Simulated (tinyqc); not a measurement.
Cyclotron masses against the field direction: averaged masses of warped heavy- and light-hole bands.

Four-band hole energies E = c k^2 f(u), c = hbar^2/2m0, f = g1 -/+ 2 sqrt(g2^2 + 3 (g3^2 - g2^2) s), s = ux^2 uy^2 + uy^2 uz^2 + uz^2 ux^2 for the unit vector u; minus for heavy, plus for light holes; the mass along u is 1/f.

Inputs chosen for the exercise (out of a larger set: near those of InSb; not measured data): g1 = 35.15 (Luttinger gamma1); g2 = 15.65 (gamma2); g3 = 16.68 (gamma3).

For the central orbit m_cyc is the mean of 1/f(u) over the directions u normal to B (360 points on the circle). B lies in the (1-10) plane at the angle from [001]; 54.7 degrees is [111], 90 is [110].

Masses (m0):

| angle (degrees) | heavy | light |
|---|---|---|
| 0.0 | 0.3371 | 0.0149 |
| 15.0 | 0.3539 | 0.0148 |
| 30.0 | 0.3965 | 0.0148 |
| 54.7 | 0.4361 | 0.0147 |
| 70.0 | 0.4319 | 0.0147 |
| 90.0 | 0.4285 | 0.0147 |

Give the missing row, angle (degrees) = 45.0.

Computed row:
```
angle (degrees)   heavy   light
45.0             0.4310  0.0147
```

The heavy mass is smallest at 0 and largest at 54.7 degrees of the angles listed, a spread of 29 %; the light mass varies by 1.2 %. The orbit normal to [001] has s between 0 and 1/4, the orbit normal to [111] has s = 1/4 all round, which gives 1/(g1 - sqrt(g2^2 + 3 g3^2)) = 0.4361. This is the classical limit; low Landau levels of holes depart from it.

Run: tinyqc, `OMP_NUM_THREADS=1 python tinyqc.py 1050197 1050198 out.jsonl`; Intel(R) Xeon(R) Processor @ 2.30GHz, one thread, shared host; about 0.02 s of CPU time with all checks.
